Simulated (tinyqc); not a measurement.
# Worked calculation: Schottky barrier on an n-type semiconductor with a doping step, non-linear Poisson equation by Newton steps

Program tinyqc, `OMP_NUM_THREADS=1 python tinyqc.py 2020161 2020162 out.jsonl`; Intel Xeon 2.30GHz, shared host, one thread, about 0.1 s. Printed values are rounded; ~0 in a residual or rate marks an entry under 1e-11 of the largest of its column.

One dimension, metal at x = 0, donor density C(x) = N1 for x < x1 and Nd beyond. Energies are counted from the electron Fermi level of the semiconductor and the conduction-band edge is Ec = -psi, so n = Nc exp(psi/Vt); holes follow the Fermi level of the metal, at -V, so p = Nv exp((V - psi - Eg)/Vt). Ends: psi(0) = V - phiB and psi = Vt ln(Nd/Nc) deep inside. Boltzmann statistics, full ionisation, no current, no image force in the Poisson equation.

Parameters, values chosen for the exercise; band and dielectric values those of a made-up semiconductor:

| symbol | value | unit | meaning |
|---|---|---|---|
| T | 325 | K | temperature |
| Eg | 2.74 | eV | band gap |
| eps_r | 9.15 |  | relative permittivity |
| Nc | 1.98e18 | cm^-3 | conduction-band density of states at T |
| Nv | 3.94e19 | cm^-3 | valence-band density of states at T |
| Nd | 2.9e16 | cm^-3 | donor density deep in the semiconductor |
| phiB | 1.45 | eV | barrier height |
| V | -5.4 | V | bias of the metal against the semiconductor |
| x1 | 270 | nm | depth of the doping step |
| N1 | 1.4e17 | cm^-3 | donor density above the step |

Constants: q = 1.602176634e-19 C, kB = 1.380649e-23 J/K, Vt = kB T/q, eps0 = 8.8541878128e-14 F/cm where lengths are in cm. Results are converted to the units shown.

## End potentials, built-in voltage, Debye length

psi_0 = V - phiB, psi_b = Vt ln(Nd/Nc), Vbi = phiB - Vt ln(Nc/Nd), LD = sqrt(eps0 eps_r Vt/(q Nd)), W = sqrt(2 eps0 eps_r (Vbi - V)/(q Nd)), hole density at the metal p_0 = Nv exp((phiB - Eg)/Vt).

psi_0 = -6.85 V
psi_b = -0.118286 V
Vbi = 1.33171 V
LD = 22.0983 nm
W for uniform Nd = 484.516 nm
p_0 = 0.390349 cm^-3

The hole density at the metal is 1.3e-17 times Nd, so holes hardly matter.

## Doping on the mesh

| node | x (nm) |
|---|---|
| 0 | 0 |
| 1 | 46 |
| 2 | 98.1 |
| 3 | 157 |
| 4 | 224 |
| 5 | 300 |
| 6 | 386 |
| 7 | 483 |
| 8 | 593 |
| 9 | 717 |
| 10 | 859 |
| 11 | 1020 |
| 12 | 1200 |

C = N1 for x < x1 and Nd beyond, taken at the nodes.

| node | donor density C (cm^-3) |
|---|---|
| 0 | 1.4e17 |
| 1 | 1.4e17 |
| 2 | 1.4e17 |
| 3 | 1.4e17 |
| 4 | 1.4e17 |
| 5 | 2.9e16 |
| 6 | 2.9e16 |
| 7 | 2.9e16 |
| 8 | 2.9e16 |
| 9 | 2.9e16 |
| 10 | 2.9e16 |
| 11 | 2.9e16 |
| 12 | 2.9e16 |

## Couplings between neighbouring nodes

a_i = eps0 eps_r/h_i for the interval from node i to i + 1, with h_i = x_(i+1) - x_i in cm.

| interval | coupling a_i (F/cm^2) |
|---|---|
| 0 | 1.76121e-7 |
| 1 | 1.55501e-7 |
| 2 | 1.37548e-7 |
| 3 | 1.20919e-7 |
| 4 | 1.06600e-7 |
| 5 | 9.42044e-8 |
| 6 | 8.35215e-8 |
| 7 | 7.36507e-8 |
| 8 | 6.53353e-8 |
| 9 | 5.70534e-8 |
| 10 | 5.03204e-8 |
| 11 | 4.50088e-8 |

## Starting potential

The parabola psi_b - (psi_b - psi_0)(1 - x/W)^2 for x < W and psi_b beyond, with psi_0 = V - phiB, psi_b = Vt ln(Nd/Nc), W = sqrt(2 eps0 eps_r (psi_b - psi_0)/(q Nd)).

| node | psi at the start (V) |
|---|---|
| 0 | -6.85000 |
| 1 | -5.63246 |
| 2 | -4.40002 |
| 3 | -3.19420 |
| 4 | -2.06445 |
| 5 | -1.09458 |
| 6 | -0.39659 |
| 7 | -0.11835 |
| 8 | -0.11829 |
| 9 | -0.11829 |
| 10 | -0.11829 |
| 11 | -0.11829 |
| 12 | -0.11829 |

## Iteration 1: densities, residual and Jacobian diagonal

n_i = Nc exp(psi_i/Vt), p_i = Nv exp((V - psi_i - Eg)/Vt), rho_i = p_i - n_i + C_i, g_i = (n_i + p_i)/Vt. Box widths w_i = (h_(i-1) + h_i)/2 in cm. Residual F_i = a_i (psi_(i+1) - psi_i) - a_(i-1) (psi_i - psi_(i-1)) + q rho_i w_i; Jacobian: a_(i-1) and a_i beside the diagonal, b_i = -a_(i-1) - a_i - q g_i w_i on it. The two end nodes are fixed.

| node | n (cm^-3) | p (cm^-3) |
|---|---|---|
| 0 | 1.18481e-88 | 0.390349 |
| 1 | 8.99639e-70 | 5.14083e-20 |
| 2 | 1.16276e-50 | 3.97752e-39 |
| 3 | 5.80898e-32 | 7.96163e-58 |
| 4 | 1.91978e-14 | 2.40907e-75 |
| 5 | 21.0408 | 2.19806e-90 |
| 6 | 1.40174e12 | 3.29938e-101 |
| 7 | 2.89318e16 | 1.59855e-105 |
| 8 | 2.9e16 | 1.59479e-105 |
| 9 | 2.9e16 | 1.59479e-105 |
| 10 | 2.9e16 | 1.59479e-105 |
| 11 | 2.9e16 | 1.59479e-105 |
| 12 | 2.9e16 | 1.59479e-105 |

| node | residual F (C/cm^2) | diagonal b (F/cm^2) |
|---|---|---|
| 1 | 8.72313e-8 | -3.31622e-7 |
| 2 | 9.87021e-8 | -2.93049e-7 |
| 3 | 1.11951e-7 | -2.58467e-7 |
| 4 | 1.27157e-7 | -2.27519e-7 |
| 5 | ~0 | -2.00804e-7 |
| 6 | -2.05495e-12 | -1.77799e-7 |
| 7 | -2.31213e-8 | -1.87022e-6 |
| 8 | -4.85674e-12 | -2.08004e-6 |
| 9 | ~0 | -2.32889e-6 |
| 10 | ~0 | -2.62079e-6 |
| 11 | ~0 | -2.92396e-6 |

## Iteration 1: Newton step

Solve the tridiagonal system a_(i-1) d_(i-1) + b_i d_i + a_i d_(i+1) = -F_i for nodes 1 to 11, with d = 0 on fixed nodes. If the largest |d| exceeds 4 Vt, the whole step is scaled down so that it equals 4 Vt.

| node | Newton step d, before damping (V) |
|---|---|
| 1 | 1.71608 |
| 2 | 3.09876 |
| 3 | 3.94432 |
| 4 | 3.98033 |
| 5 | 2.82833 |
| 6 | 1.52476 |
| 7 | 0.05581 |
| 8 | 0.00198 |
| 9 | 0.00006 |
| 10 | 0.00000 |
| 11 | 0.00000 |

| node | psi after iteration 1 (V) |
|---|---|
| 0 | -6.85000 |
| 1 | -5.58416 |
| 2 | -4.31281 |
| 3 | -3.08319 |
| 4 | -1.95242 |
| 5 | -1.01497 |
| 6 | -0.35368 |
| 7 | -0.11678 |
| 8 | -0.11823 |
| 9 | -0.11828 |
| 10 | -0.11829 |
| 11 | -0.11829 |
| 12 | -0.11829 |

## Iteration 2: densities, residual and Jacobian diagonal

As before.

| node | n (cm^-3) | p (cm^-3) |
|---|---|---|
| 0 | 1.18481e-88 | 0.390349 |
| 1 | 5.04703e-69 | 9.16359e-21 |
| 2 | 2.61767e-49 | 1.76680e-40 |
| 3 | 3.05888e-30 | 1.51196e-59 |
| 4 | 1.04816e-12 | 4.41237e-77 |
| 5 | 360.962 | 1.28127e-91 |
| 6 | 6.48835e12 | 7.12799e-102 |
| 7 | 3.06008e16 | 1.51136e-105 |
| 8 | 2.90576e16 | 1.59163e-105 |
| 9 | 2.90016e16 | 1.59470e-105 |
| 10 | 2.90000e16 | 1.59479e-105 |
| 11 | 2.90000e16 | 1.59479e-105 |
| 12 | 2.9e16 | 1.59479e-105 |

| node | residual F (C/cm^2) | diagonal b (F/cm^2) |
|---|---|---|
| 1 | 8.47762e-8 | -3.31622e-7 |
| 2 | 9.59241e-8 | -2.93049e-7 |
| 3 | 1.08800e-7 | -2.58467e-7 |
| 4 | 1.23578e-7 | -2.27519e-7 |
| 5 | ~0 | -2.00804e-7 |
| 6 | -6.30526e-12 | -1.78066e-7 |
| 7 | -2.25474e-8 | -1.96904e-6 |
| 8 | -4.82725e-12 | -2.08390e-6 |
| 9 | -9.59471e-17 | -2.32901e-6 |
| 10 | ~0 | -2.62080e-6 |
| 11 | ~0 | -2.92396e-6 |

## Iteration 2: Newton step

As before.

| node | Newton step d, before damping (V) |
|---|---|
| 1 | 1.66704 |
| 2 | 3.00997 |
| 3 | 3.83078 |
| 4 | 3.86470 |
| 5 | 2.74390 |
| 6 | 1.47563 |
| 7 | 0.05121 |
| 8 | 0.00181 |
| 9 | 0.00005 |
| 10 | 0.00000 |
| 11 | 0.00000 |

| node | psi after iteration 2 (V) |
|---|---|
| 0 | -6.85000 |
| 1 | -5.53584 |
| 2 | -4.22556 |
| 3 | -2.97215 |
| 4 | -1.84040 |
| 5 | -0.93544 |
| 6 | -0.31091 |
| 7 | -0.11530 |
| 8 | -0.11818 |
| 9 | -0.11828 |
| 10 | -0.11829 |
| 11 | -0.11829 |
| 12 | -0.11829 |

## Course of the Newton iteration

Stop when the largest undamped |d| is below 1e-9 V, or after 80 iterations.

Course of the iteration:

| iteration | largest \|F\| (C/cm^2) | largest \|d\| (V) | at node |
|---|---|---|---|
| 1 | 1.27e-7 | 3.98 | 4 |
| 2 | 1.24e-7 | 3.86 | 4 |
| 3 | 1.20e-7 | 3.74 | 4 |
| 4 | 1.16e-7 | 3.59 | 4 |
| 5 | 1.13e-7 | 3.37 | 3 |
| 6 | 1.09e-7 | 3.11 | 3 |
| 7 | 1.05e-7 | 2.90 | 3 |
| 8 | 1.01e-7 | 2.74 | 3 |
| 9 | 9.69e-8 | 2.60 | 3 |
| ... | ... | ... | ... |
| 18 | 5.52e-8 | 1.09 | 3 |
| 19 | 4.79e-8 | 0.797 | 3 |
| 20 | 3.75e-8 | 0.486 | 2 |
| 21 | 2.89e-8 | 0.362 | 2 |
| 22 | 1.99e-8 | 0.247 | 2 |
| 23 | 1.09e-8 | 0.135 | 2 |
| 24 | 1.83e-9 | 0.0223 | 2 |
| 25 | 1.23e-11 | 3.71e-6 | 4 |
| 26 | 7.83e-16 | 2.36e-10 | 4 |

Converged in 26 iterations. Once the step is below 0.1 Vt, 1 more iteration(s) reach the threshold: near the solution the error is roughly squared each time.

## Converged densities, field and barrier lowering

| node | converged psi (V) |
|---|---|
| 0 | -6.85000 |
| 1 | -4.32843 |
| 2 | -2.18000 |
| 3 | -0.65622 |
| 4 | -0.09061 |
| 5 | -0.11643 |
| 6 | -0.11818 |
| 7 | -0.11828 |
| 8 | -0.11829 |
| 9 | -0.11829 |
| 10 | -0.11829 |
| 11 | -0.11829 |
| 12 | -0.11829 |

n and p as above; E_i = -(psi_(i+1) - psi_i)/h_i; at the metal |E_0| = |E on interval 0| + q rho_0 (h_0/2)/(eps0 eps_r), rho_0 = p_0 - n_0 + C_0; image-force lowering dphi = sqrt(q |E_0|/(4 pi eps0 eps_r)).

| node | n (cm^-3) | p (cm^-3) |
|---|---|---|
| 0 | 1.18481e-88 | 0.390349 |
| 1 | 1.49877e-49 | 3.08579e-40 |
| 2 | 3.10036e-16 | 1.49173e-73 |
| 3 | 1.32018e8 | 3.50322e-97 |
| 4 | 7.78955e16 | 5.93730e-106 |
| 5 | 3.09926e16 | 1.49226e-105 |
| 6 | 2.91073e16 | 1.58891e-105 |
| 7 | 2.90048e16 | 1.59453e-105 |
| 8 | 2.90002e16 | 1.59478e-105 |
| 9 | 2.90000e16 | 1.59479e-105 |
| 10 | 2.90000e16 | 1.59479e-105 |
| 11 | 2.90000e16 | 1.59479e-105 |
| 12 | 2.9e16 | 1.59479e-105 |

| interval | field E (kV/cm) |
|---|---|
| 0 | -548.168 |
| 1 | -412.366 |
| 2 | -258.706 |
| 3 | -84.419 |
| 4 | 3.396 |
| 5 | 0.204 |
| 6 | 0.010 |
| 7 | 0.000 |
| 8 | 0.000 |
| 9 | 0.000 |
| 10 | 0.000 |
| 11 | 0.000 |

|E_0| at the metal = 611.847 kV/cm
image-force lowering = 98.1266 mV

A mesh of about 1000 nodes or more gives |E_0| = 611.3 kV/cm; the 13-node value is 0.096 % above it.
